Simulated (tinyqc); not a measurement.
FinFET, parasitic resistance, capacitance and delay: two steps of the calculation.

Nf fins under one contact; each has gated perimeter p = 2 Hf + Wf and cross-section A = Hf Wf; contact width Wc = Nf pf, stack height Hs = Hf. Contact length Lc = CPP - Lg - 2 Lsp, shared by two neighbouring gates. Source and drain sides are equal. The formulas are first-order estimates, not field solutions.

Inputs (values chosen for the exercise); values close to those of silicon logic devices: temperature T = 300 K; number of fins Nf = 3; fin height Hf = 35 nm; fin width Wf = 7 nm; fin pitch pf = 30 nm; gate length Lg = 20 nm; spacer length Lsp = 6 nm; relative permittivity of the spacer ks = 5.5; gate height above the channel stack Hc = 15 nm; gate overlap Lov = 1.5 nm; inversion capacitance Cinv = 2.5 uF/cm^2; injection velocity vx = 1.3e7 cm/s; apparent mobility mu = 260 cm^2/(V s); threshold at zero drain voltage VT = 0.28 V; barrier lowering dl = 0.027 V/V; subthreshold factor n = 1.13; wire load Cw = 0.27 fF; supply voltage Vdd = 0.75 V.

Constants: q = 1.602176634e-19 C, kB = 1.380649e-23 J/K, eps0 = 8.8541878128e-12 F/m, Vt = kB T/q. Results are converted to the units shown.

Task 1. Capacitances. With N fins: gate Cg = Cinv p N Lg; per side, plate Cp = ks eps0 [Wc (Hs + Hc) - N A]/Lsp, top fringe Cf = (2/pi) ks eps0 Wc ln(1 + Lg/(2 Lsp)), overlap Co = Cinv p N Lov. Cs = Cp + Cf + Co. An inverter of two such devices driving an equal one has the load CL = 2 (Cg + 2 Cs) + 4 Cs + Cw (its own drains counted twice for the Miller effect).

Wanted: Cg; Cp; Cf; Co; CL.

Result 1.

Cg = 115.5 aF
Cp = 30.56 aF
Cf = 2.737 aF
Co = 8.662 aF
CL = 836.7 aF

The channel capacitance gives 27.6 % of CL, the parasitic parts 40.1 % and the wire 32.3 %.

Task 2. Fin currents at Vgs = Vdd, Vds = Vdd/2. One fin: I = p Q vx u/(1 + |u|^1.8)^(1/1.8), Q = Cinv n Vt ln(1 + exp((Vg' - VT + dl Vd')/(n Vt))), u = Vd' mu/(vx Lg), Vg' = Vgs - v, Vd' = Vds - 2 v, with the drop on each side v = Rc (sum of I) + Rx I. I(new) = I + 0.5 (I(out) - I).

I after iteration 1 (uA): fin 1 57.190623, fin 2 57.190623, fin 3 57.190623
Rc = 847.59025 ohm
Rx = 367.34694 ohm

Find: drop v; I(out); I after iteration 2.

Result 2.

drop v (mV): fin 1 166.4, fin 2 166.4, fin 3 166.4
I(out) (uA): fin 1 28.89, fin 2 28.89, fin 3 28.89
I after iteration 2 (uA): fin 1 43.04, fin 2 43.04, fin 3 43.04

Program tinyqc, `OMP_NUM_THREADS=1 python tinyqc.py 2170085 2170086 out.jsonl`; Intel Xeon 2.30GHz, shared host, one thread, about 0.05 s.
